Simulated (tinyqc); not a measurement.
Stacked nanosheet transistor, parasitic resistance, capacitance and delay: one step of the calculation.

Ns sheets share one contact on top; each has perimeter p = 2 (Ws + ts) and cross-section A = Ws ts; contact width Wc = Ws + 10 nm, stack height Hs = Ns pv. Sheet 1 is the top one. Contact length Lc = CPP - Lg - 2 Lsp, shared by two neighbouring gates. Source and drain sides are equal. The formulas are first-order estimates, not field solutions.

Problem. Sheet currents at Vgs = Vdd, Vds = Vdd/2. One sheet: I = p Q vx u/(1 + |u|^1.8)^(1/1.8), Q = Cinv n Vt ln(1 + exp((Vg' - VT + dl Vd')/(n Vt))), u = Vd' mu/(vx Lg), Vg' = Vgs - v, Vd' = Vds - 2 v, with the drop on each side v_j = Rc sum I + rv (sum over levels k = 2..j of the current of sheets k..Ns) + Rx I_j. I(new) = I + 0.5 (I(out) - I).

Parameters, values chosen for the exercise; values close to those of silicon logic devices:

| symbol | value | unit | meaning |
|---|---|---|---|
| T | 300 | K | temperature |
| Ws | 30 | nm | sheet width |
| ts | 5 | nm | sheet thickness |
| rv | 219 | ohm | vertical resistance between sheet levels |
| Lg | 14 | nm | gate length |
| Cinv | 2.3 | uF/cm^2 | inversion capacitance |
| vx | 1.2e7 | cm/s | injection velocity |
| mu | 160 | cm^2/(V s) | apparent mobility |
| VT | 0.22 | V | threshold at zero drain voltage |
| dl | 0.03 | V/V | barrier lowering |
| n | 1.25 |  | subthreshold factor |
| Vdd | 0.8 | V | supply voltage |

Constants: q = 1.602176634e-19 C, kB = 1.380649e-23 J/K, Vt = kB T/q. Results are converted to the units shown.

I at the start (uA): sheet 1 0, sheet 2 0, sheet 3 0, sheet 4 0
Rc = 305.05054 ohm
Rx = 633.33333 ohm

Find: drop v; I(out); I after iteration 1.

Solution.

drop v (mV): sheet 1 0, sheet 2 0, sheet 3 0, sheet 4 0
I(out) (uA): sheet 1 109.0, sheet 2 109.0, sheet 3 109.0, sheet 4 109.0
I after iteration 1 (uA): sheet 1 54.51, sheet 2 54.51, sheet 3 54.51, sheet 4 54.51

Computed by the program tinyqc: `OMP_NUM_THREADS=1 python tinyqc.py 2170030 2170031 out.jsonl`, one thread of a shared Intel Xeon 2.30GHz, about 0.07 s for the whole run.
